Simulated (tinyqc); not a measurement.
# Inputs raised by 2 %, one at a time

Model: self-consistent Fermi level with native defects, at growth and after a quench. Computed by tinyqc, a small Python program. Command: `OMP_NUM_THREADS=1 python tinyqc.py 3001621 3001622 out.jsonl scfermi sens`. One thread of a shared host (Intel(R) Xeon(R) Processor @ 2.30GHz), about 0.1 s of CPU time with the checks.

Energies are counted from the top of the valence band (VBM); when the gap shrinks with temperature the conduction band moves and the levels stay. D and A draw on one reservoir with opposite signs, as the two vacancies of a compound do.

Inputs (values chosen for the exercise, with bands modelled on ZnSe):
```
quantity                                value   unit
gap E_g at 300 K                         2.66     eV
slope -dE_g/dT above 300 K            0.00068   eV/K
electron mass m_e                       0.148    m_0
valleys M_c                                 1      -
hole mass m_h                           0.763    m_0
E_f of the neutral native donor D       2.663     eV
E_f of the neutral native acceptor A      3.2     eV
shift s of the chemical potential       0.081     eV
site density N_s                      2.3e+22  cm^-3
growth temperature T_g                   1260      K
temperature of use T                      200      K
```

Added shallow dopant: none.

levels of D above the VBM, most positive state first (eV): 1.17  1.56  1.89

levels of A above the VBM, (0/-1) first (eV): 0.853  1.25

Constants: m_0 = 9.1093837015e-31 kg; k_B = 1.380649e-23 J/K; h = 6.62607015e-34 J s; k_B = 8.617333262e-05 eV/K.

Method:
- E_f(D, 0) = input + s and E_f(A, 0) = input - s; E_f(q, E_F = 0) follows from the levels, eps(q/q-1) = E_f(q - 1) - E_f(q) at E_F = 0.
- E_g(T) = E_g - slope x max(0, T - 300 K).
- N_c = 2 M_c (2 pi m_e k_B T/h^2)^(3/2) and N_v = 2 (2 pi m_h k_B T/h^2)^(3/2), masses in units of m_0.
- At growth T = T_g.
- n = N_c F_1/2((E_F - E_g)/k_B T), p = N_v F_1/2(-E_F/k_B T).
- F_1/2(eta) = (2/sqrt(pi)) int_0^infinity sqrt(x)/(1 + exp(x - eta)) dx, by the trapezoid rule in t = sqrt(x) with step 0.02 up to t = 12 (for eta < -12 by exp(eta) - exp(2 eta)/2^(3/2)).
- In equilibrium c_q = N_s exp(-(E_f(q, 0) + q E_F)/k_B T).
- Net charge = p - n + sum q c_q; the log ratio is ln(positive charge/negative charge).
- E_F is the root of the log ratio, by 50 bisections between -0.5 eV and E_g + 0.5 eV.
- After a quench the totals of D and A stay as grown, and each is shared among its charge states with weights exp(-(E_f(q, 0) + q E_F)/k_B T).

Runs:
```
input moved                                 from       to  total A (cm^-3)  E_F after the quench (eV)  n after the quench (cm^-3)  p after the quench (cm^-3)
base run                                       -        -        4.730e+11                      2.031                       112.5                   5.887e-33
E_f of the neutral native donor D (eV)     2.663  2.71626        3.967e+11                      2.031                       109.7                   6.034e-33
E_f of the neutral native acceptor A (eV)    3.2    3.264        2.624e+11                      2.042                       202.8                   3.265e-33
growth temperature T_g (K)                  1260   1285.2        7.734e+11                      2.029                        96.0                   6.901e-33
gap E_g at 300 K (eV)                       2.66   2.7132        5.934e+11                      2.021                         2.9                   1.056e-32
temperature of use T (K)                     200      204        4.730e+11                      2.034                       278.2                   5.208e-32
electron mass m_e (m_0)                    0.148  0.15096        4.668e+11                      2.032                       120.0                   5.685e-33
hole mass m_h (m_0)                        0.763  0.77826        4.742e+11                      2.031                       111.8                   6.103e-33
```

Exponents ln(y'/y) / ln(x'/x):
```
input                                 total A  E_F after the quench  n after the quench  p after the quench
E_f of the neutral native donor D      -8.882                -0.011              -1.241               1.241
E_f of the neutral native acceptor A  -29.765                 0.252              29.770             -29.770
growth temperature T_g                 24.824                -0.068              -8.024               8.024
gap E_g at 300 K                       11.445                -0.251            -185.401              29.522
temperature of use T                    0.000                 0.070              45.738             110.084
electron mass m_e                      -0.674                 0.015               3.266              -1.766
hole mass m_h                           0.120                -0.003              -0.313               1.813
```

Among the inputs moved here: total A answers most in size to E_f of the neutral native acceptor A (exponent -29.765), next to growth temperature T_g (+24.824); its exponent is below 0.0005 for temperature of use T. E_F after the quench answers most in size to E_f of the neutral native acceptor A (exponent +0.252), and about equally to gap E_g at 300 K (-0.251). n after the quench answers most in size to gap E_g at 300 K (exponent -185.401), next to temperature of use T (+45.738). p after the quench answers most in size to temperature of use T (exponent +110.084), next to E_f of the neutral native acceptor A (-29.770).
